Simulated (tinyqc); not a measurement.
Armchair graphene nanoribbon in tight binding: sweeps and comparisons. A value that a table varies takes the place of the one given here.

An armchair ribbon of N dimer lines, width (N - 1) sqrt3 acc/2, period 3 acc, one pz orbital a site. In line n, A_n binds to B_n with -t exp(ik/3), times (1 + d) in the two edge lines, and to B_(n-1) and B_(n+1) with -t exp(-ik/6); k runs from -pi to pi. For d = 0 the modes across the ribbon are sin(n p pi/(N + 1)), p = 1 to N, with E = -/+ t sqrt(1 + 4 c^2 + 4 c cos(k/2)), c = cos(p pi/(N + 1)).

Constants: hbar^2/2m0 = 3.80998211 eV angstrom^2.

Parameters, chosen for this exercise (near those used for graphene; shifted at random, so the results belong to these values and not to a real crystal): t = 2.82 eV (hopping); acc = 1.42 angstrom (bond length); N0 = 9 (first width); d1 = 0.09 (edge correction); N = 4 (dimer lines); d = 0.12 (relative strengthening of the edge bonds); k = 2.35 (k times the period 3 acc).

## Three families of gaps

Nine widths from N0 on, gaps at k = 0 with d = 0 and d = d1.

Gaps:
```
N   family  width (angstrom)  gap, d = 0 (eV)  gap, d1 (eV)  gap x (N + 1) sqrt3 acc/2 (eV angstrom)
9       3p              9.84           0.9902        0.8622                                    10.60
10    3p+1             11.07           0.9541        1.1026                                    14.92
11    3p+2             12.30           0.0000        0.1226                                     1.81
12      3p             13.53           0.7678        0.6661                                    10.65
13    3p+1             14.76           0.7458        0.8599                                    14.80
14    3p+2             15.99           0.0000        0.0979                                     1.81
15      3p             17.22           0.6268        0.5426                                    10.68
16    3p+1             18.45           0.6121        0.7046                                    14.73
17    3p+2             19.68           0.0000        0.0814                                     1.80
```

Without edge correction the 3p+2 ribbons have no gap and the other two families nearly share one curve. With it the mean of the last column is 14.82 for 3p+1, 10.64 for 3p and 1.81 eV angstrom for 3p+2: the stronger edge bonds raise the gap of 3p+1, lower that of 3p and open one in 3p+2. Within a family the gap falls about as 1/width. One-electron gaps of this kind leave out the self-energy and exciton terms, which are large in narrow ribbons.

## Mass and gap go together

Nine widths from N0 on. Lowest conduction band for d = d1: m/m0 = c q^2/(E(q) - E(0)) with q = h/(3 acc), h = 0.001, c = hbar^2/2m0. Dirac rule: m = Eg/(2 v^2), that is m/m0 = c Eg/(hbar v)^2 with hbar v = 3 t acc/2.

Masses:
```
N   gap (eV)  mass (m0)  Dirac rule (m0)
9     0.8622     0.0759           0.0910
10    1.1026     0.1368           0.1164
11    0.1226     0.0127           0.0129
12    0.6661     0.0609           0.0703
13    0.8599     0.1027           0.0908
14    0.0979     0.0102           0.0103
15    0.5426     0.0509           0.0573
16    0.7046     0.0822           0.0744
17    0.0814     0.0085           0.0086
```

The ratio of mass to the Dirac rule runs from 0.83 (N = 9) to 1.17 (N = 10). Its mean is 0.86 for N = 3p, 1.14 for 3p+1 and 0.98 for 3p+2: the lowest modes of 3p and 3p+1 lie on opposite sides of the Dirac point, where the velocity along the ribbon differs. The largest gap (N = 10) and the heaviest mass (N = 10) belong to one ribbon.

## What each parameter does

Gap at k = 0, lowest positive level at k, and highest level at k = 0. Each row changes one parameter from the base and keeps the others.

Results:
```
case          gap (eV)  lowest level at k (eV)  top of the band (eV)
base            2.6366                  2.8764                7.4801
t = 2.961 eV    2.7684                  3.0202                7.8541
N = 5           0.3283                  3.0386                7.7638
d = 0.17        2.8330                  2.9548                7.5229
k = 1.88        2.6366                  2.4705                7.4801
```

The largest shifts from the base row, up to three for each result and ties (the steps differ in size, so this ranks the rows, not the parameters). gap (eV): N -2.3083, d +0.1964, t +0.1318; unchanged at the printed digits by k. lowest level at k (eV): k -0.4059, N +0.1622, t +0.1438. top of the band (eV): t +0.3740, N +0.2837, d +0.0428; unchanged at the printed digits by k.

tinyqc: `OMP_NUM_THREADS=1 python tinyqc.py 1480594 1480595 out.jsonl`; about 0.03 s, one thread, shared Intel(R) Xeon(R) Processor @ 2.30GHz.
